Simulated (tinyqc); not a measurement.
# Short-channel transistor, virtual-source model with series resistance: effects of single changes

The current per gate width is the charge at the top of the source barrier (the virtual source) times its velocity times a saturation function; al and be are fitting constants of the model. Units: I in uA/um, Rs in ohm um, so I Rs = 1e-6 I Rs in volts; Q in uC/cm^2, so I = 1e-4 Q vx0 Fsat with vx0 in cm/s.

Parameters, values chosen for the exercise:
- T = 250 K (temperature)
- Cinv = 2.25 uF/cm^2 (inversion capacitance)
- vx0 = 3.37e7 cm/s (velocity at the virtual source)
- mu = 220 cm^2/(V s) (apparent mobility)
- L = 45 nm (channel length)
- VT0 = 0.323 V (threshold at zero drain voltage)
- dl = 0.073 V/V (drain-induced barrier lowering)
- n0 = 1.13 (subthreshold factor)
- nd = 0.05 1/V (growth of n with drain voltage)
- al = 3.5 (threshold shift (in units of Vt) from weak to strong inversion)
- be = 2 (sharpness of saturation)
- Rs = 200 ohm um (series resistance of each contact)

Constants: q = 1.602176634e-19 C, kB = 1.380649e-23 J/K, Vt = kB T/q. Results are converted to the units shown.

Each table varies one quantity; the others keep the values above.

## Effect of the drain-induced barrier lowering on the on and off currents

Intrinsic voltages Vg' = Vgs - I Rs, Vd' = Vds - 2 I Rs. n = n0 + nd Vd', VT = VT0 - dl Vd', Ff = 1/(1 + exp((Vg' - VT + al Vt/2)/(al Vt))), Q = Cinv n Vt ln(1 + exp((Vg' - VT + al Vt Ff)/(n Vt))), Vdsat = (vx0 L/mu)(1 - Ff) + Vt Ff, Fsat = u/(1 + u^be)^(1/be) with u = Vd'/Vdsat, and I = Q vx0 Fsat per width. I is solved self-consistently. Ion is I at Vgs = Vds = 1.2 V, Ioff at Vgs = 0, Vds = 1.2 V, and Rlin = Vds/I at Vgs = 1.2 V, Vds = 0.05 V.

Results:
```
dl (V/V)	Ion (uA/um)	Ioff (nA/um)	log10(Ion/Ioff)	Rlin (ohm um)
0	1941	11.63	5.223	506.1
0.04	1962	71.46	4.439	506.0
0.08	1981	418.6	3.675	506.0
0.16	2017	1.014e4	2.299	505.9
0.2	2033	3.413e4	1.775	505.8
0.24	2048	8.067e4	1.405	505.8
0.28	2063	1.441e5	1.156	505.7
```

Estimate the missing row, dl = 0.12 V/V.

Computed row:
```
dl (V/V)	Ion (uA/um)	Ioff (nA/um)	log10(Ion/Ioff)	Rlin (ohm um)
0.12	2000	2243	2.950	505.9
```

With this row back in the table: As dl goes from 0 to 0.28 V/V, Ion rises from 1940 to 2060 uA/um, Ioff rises from 11.6 to 1.44e5 nA/um and Rlin stays near 506 ohm um. Ion changes by a factor of 1.06 and Ioff by 12400. The off current depends on it through an exponential, the on current about linearly. For dl = 0.12 to 0.28 V/V the off current passes 1 uA/um, so the device is hardly off at Vgs = 0.

## Supply voltage at a fixed off current

For each supply Vdd, VT0 is set so that I(Vgs = 0, Vds = Vdd) = 1 nA/um; Ion = I(Vdd, Vdd); C = Cinv L + 0.69 fF/um of parasitic capacitance; delay C Vdd/Ion, energy C Vdd^2.

Results:
```
Vdd (V)	VT0 (V)	Ion (uA/um)	delay (ps)	energy (fJ/um)
0.4	0.40454	145.62	4.6765	0.27240
0.5	0.41330	310.39	2.7426	0.42562
0.6	0.42204	495.09	2.0633	0.61290
0.7	0.43078	692.69	1.7205	0.83422
0.9	0.44825	1113.8	1.3757	1.3790
1	0.45699	1332.6	1.2776	1.7025
1.1	0.46572	1554.9	1.2045	2.0600
```

Estimate the missing row, Vdd = 0.8 V.

Computed row:
```
Vdd (V)	VT0 (V)	Ion (uA/um)	delay (ps)	energy (fJ/um)
0.8	0.43952	899.84	1.5136	1.0896
```

With this row back in the table: The VT0 needed rises from 0.405 to 0.466 V and Ion rises from 146 to 1550 uA/um. The delay falls from 4.68 to 1.20 ps, while the energy grows as Vdd^2. Going from 0.4 to 0.5 V changes the delay by -41 %, going from 1 to 1.1 V by -5.7 %.

## Effect of the threshold at zero drain voltage on the on and off currents

Same model as above.

Effect of the threshold at zero drain voltage on the on and off currents:
```
VT0 (V)	Ion (uA/um)	Ioff (nA/um)	log10(Ion/Ioff)	Rlin (ohm um)
0.15	2153	5.452e4	1.597	488.3
0.2	2108	1.723e4	2.087	492.7
0.25	2058	3888	2.724	497.7
0.3	2004	706.2	3.453	503.2
0.35	1946	114.3	4.231	509.4
0.4	1883	17.42	5.034	516.3
0.45	1815	2.568	5.849	524.2
0.5	1742	0.3723	6.670	533.3
```

As VT0 goes from 0.15 to 0.5 V, Ion falls from 2150 to 1740 uA/um, Ioff falls from 54500 to 0.372 nA/um and Rlin rises from 488 to 533 ohm um. Ion changes by a factor of 0.809 and Ioff by 6.83e-6. The off current depends on it through an exponential, the on current about linearly. For VT0 = 0.15 to 0.25 V the off current passes 1 uA/um, so the device is hardly off at Vgs = 0.

Program tinyqc, `OMP_NUM_THREADS=1 python tinyqc.py 2380158 2380159 out.jsonl`; Intel Xeon 2.30GHz, shared host, one thread, about 0.02 s.
